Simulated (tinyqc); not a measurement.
Against thickness at fixed field: leakage through a gate insulator: direct, Fowler-Nordheim, trap-assisted and Poole-Frenkel currents. Computed by tinyqc, a small Python program. Command: `OMP_NUM_THREADS=1 python tinyqc.py 3007146 3007147 out.jsonl oxideleak walk`. One thread of a shared host (Intel(R) Xeon(R) Processor @ 2.30GHz), about 0.01 s of CPU time with the checks.

Electrons enter from the cathode Fermi level at x = 0; the conduction band of the insulator lies phi_b - e F x above it, F = V/t. WKB exponents use a parabolic band with mass m.

Inputs (values chosen for the exercise, with an insulator like HfO2):

| quantity | value | unit |
|---|---|---|
| thickness t | 2 | nm |
| barrier phi_b | 1.56 | eV |
| tunnelling mass m | 0.18 | m_0 |
| static constant eps_ox | 20.3 | - |
| voltage across the insulator V | 0.73 | V |
| trap depth phi_t | 1.3 | eV |
| trap density N_t | 2.8e+19 | cm^-3 |
| attempt rate nu_0 | 4e+12 | 1/s |
| activation of capture E_a | 0.19 | eV |
| temperature T | 300 | K |

Constants: hbar^2/(2 m_0) = 3.80998212 eV angstrom^2; e = 1.602176634e-19 C; hbar = 1.054571817e-34 J s; k_B = 8.617333262e-05 eV/K.

Method:
- For a level a distance phi(x) below the band, the WKB exponent is 2 int kappa dx with kappa = sqrt(m phi/(hbar^2/2m_0)); for a linear barrier from phi_1 down to phi_2 = max(phi_1 - e F d, 0) it is G = (4/3) sqrt(m/(hbar^2/2m_0)) (phi_1^(3/2) - phi_2^(3/2))/(e F).
- J_tun = e^3 F^2/(16 pi^2 hbar m phi_b) x exp(-G) / [1 - sqrt(phi_2/phi_b)]^2 with the free-electron mass in the cathode (m in m_0), phi_2 = max(phi_b - e V, 0): direct tunnelling for e V < phi_b, Fowler-Nordheim above. Image forces, back-flow and the limit on supply are left out, so J_tun is overstated below about 0.5 V.
- Equivalent oxide thickness = 3.9 t/eps_ox.
- A trap at depth x lies phi_t below the band. Capture: tunnel at the cathode Fermi level from 0 to x (G_in from phi_1 = phi_b), rate nu_0 exp(-G_in - E_c/k_B T) with E_c = E_a + max(phi_b - phi_t - e F x, 0), the last term being the height of the trap above the cathode Fermi level. Emission: tunnel from the trap level to the anode (G_out from phi_1 = phi_t over t - x), rate nu_0 exp(-G_out - E_a/k_B T). Re-emission to the cathode follows from detailed balance, rate_back = rate_in exp(dE/k_B T) with dE = phi_b - phi_t - e F x. Each trap passes R = rate_in rate_out/(rate_in + rate_back + rate_out) electrons per second; filling from the anode is left out.
- J_TAT = e N_t int_0^t R dx by the midpoint rule on 400 intervals; the most effective depth is the midpoint with the largest R, rounded to 0.01 nm.

field F = 3.65 MV/cm

Currents:

| t (nm) | V (V) | J_tun (A/cm^2) | J_TAT (A/cm^2) |
|---|---|---|---|
| 1.2 | 0.4380 | 7.5903e+06 | 6.3286e+00 |
| 1.6 | 0.5840 | 6.7581e+05 | 4.4149e+00 |
| 2.2 | 0.8030 | 2.8344e+04 | 1.7707e+00 |
| 3.0 | 1.0950 | 8.4051e+02 | 4.2625e-01 |
| 4.0 | 1.4600 | 3.2205e+01 | 8.0243e-02 |
| 5.5 | 2.0075 | 1.3974e+01 | 1.9475e-02 |
| 7.5 | 2.7375 | 1.3974e+01 | 1.8211e-02 |
| 10.0 | 3.6500 | 1.3974e+01 | 1.8749e-02 |

Between the first rows J_tun falls by 2.63 decades per nm. From t = phi_b/(e F) = 4.27 nm it stops changing, since a triangular barrier does not feel the thickness. J_TAT stays below J_tun at all these thicknesses. Below about 0.5 V the formula for J_tun, which has no back-flow, overstates the current.

Extremes, crossings and ranges named in words are read from the listed rows.
